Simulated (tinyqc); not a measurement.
# Changing the beta

Model: Tersoff bond-order potential. Computed by tinyqc, a small Python program. Command: `OMP_NUM_THREADS=1 python tinyqc.py 3013290 3013291 out.jsonl tersoff sweep`. One thread of a shared host (Intel(R) Xeon(R) Processor @ 2.30GHz), about 0.01 s of CPU time with the checks.

E = (1/2) sum_(i, j != i) [A exp(-lambda r_ij) - b_ij B exp(-mu r_ij)], b_ij = (1 + (beta zeta_ij)^n)^(-1/(2n)), zeta_ij = sum_(k != i, j) g(theta_ijk), g = 1 + c^2/d^2 - c^2/(d^2 + (h - cos theta)^2), with theta at atom i. Only nearest neighbours count (cut-off function 1 for them, 0 beyond).

Inputs (values chosen for the exercise, modelled on carbon):
```
quantity,value,unit
A,1393.5,eV
B,341.99,eV
lambda,3.4879,1/angstrom
mu,2.2119,1/angstrom
n,0.7268,-
c,38080,-
d,4.3,-
h,-0.5884,-
```

Constants: 1 eV/angstrom^3 = 160.2176634 GPa.

Method:
- zeta = 3 g(cos theta = -1/3).
- With z equal bonds of order b, r = ln(lambda A/(mu b B))/(lambda - mu) and E per atom = -(z/2) b B exp(-mu r)(1 - mu/lambda).
- a0 = 4 r/sqrt3; B0 = phi''(r)/(3 a0) with phi'' = mu (lambda - mu) b B exp(-mu r), since b does not change under uniform scaling.
- Second derivatives of the energy per atom, volume V = a0^3/8: e_xx gives C11; e_xx = -e_yy gives 2 (C11 - C12); e_xy = e_yx = s/2 with a sublattice shift u_z gives C44 = (E_ss - E_su^2/E_uu)/V and Kleinman's parameter |E_su/E_uu|/(a0/4).

One run for each value:
```
beta,bond order b,energy per atom of the diamond lattice (eV),bond length (angstrom),C44 (GPa)
1.50e-08,0.97268,-9.2257,1.4796,292.66
2.90e-08,0.95678,-8.8191,1.4925,396.91
5.60e-08,0.93245,-8.2196,1.5127,497.34
1.10e-07,0.89509,-7.3504,1.5447,564.30
2.10e-07,0.84396,-6.2587,1.5908,564.20
4.10e-07,0.77268,-4.9173,1.6600,488.78
7.80e-07,0.68700,-3.5662,1.7521,366.96
1.50e-06,0.58733,-2.3234,1.8749,235.73
```

Over the rows, bond order b falls from 0.973 to 0.587 (exponent d ln y / d ln x -0.025 between the first rows and -0.24 between the last); energy per atom of the diamond lattice (eV) rises from -9.23 to -2.32 (exponent d ln y / d ln x -0.068 between the first rows and -0.66 between the last); bond length (angstrom) rises from 1.48 to 1.87 (exponent d ln y / d ln x 0.013 between the first rows and 0.10 between the last). beta scales how strongly neighbours weaken a bond: shear stiffness needs that dependence, but a weak, long bond is soft again.
